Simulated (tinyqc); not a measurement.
One anharmonic mode: perturbation theory, self-consistent phonons and exact levels: one step, computed by the program tinyqc.

V(x) = k x^2/2 + b x^4 for one coordinate x of mass M. A constant K > 0 gives hbar Omega = sqrt((hbar^2/u) K/M) with K in eV/angstrom^2 and M in u.

Task: Self-consistent results. Self-consistent phonon, centred at x = 0: K = k + 12 b <x^2>, <x^2> = (hbar Omega/(2K)) coth(hbar Omega/(2 k_B T)). Its free energy is F = k_B T ln[2 sinh(hbar Omega/(2 k_B T))] + (k - K)<x^2>/2 + 3 b <x^2>^2, an upper bound to the exact one.

Inputs (values chosen for the exercise, for a model mode): mode mass M = 93.2 u; harmonic constant k = -15.2 eV/angstrom^2; quartic constant b = 1840 eV/angstrom^4; temperature T = 440 K.

Shape: double well.

self-consistent K = 23.13618 eV/angstrom^2

Constants: hbar^2/u = 4.18015928e-03 eV angstrom^2; k_B = 8.617333262e-05 eV/K.

Give: self-consistent quantum; self-consistent <x^2>; self-consistent free energy.

Result:

self-consistent quantum = 32.213 meV

self-consistent <x^2> = 0.0017362 angstrom^2

self-consistent free energy = -21.687 meV
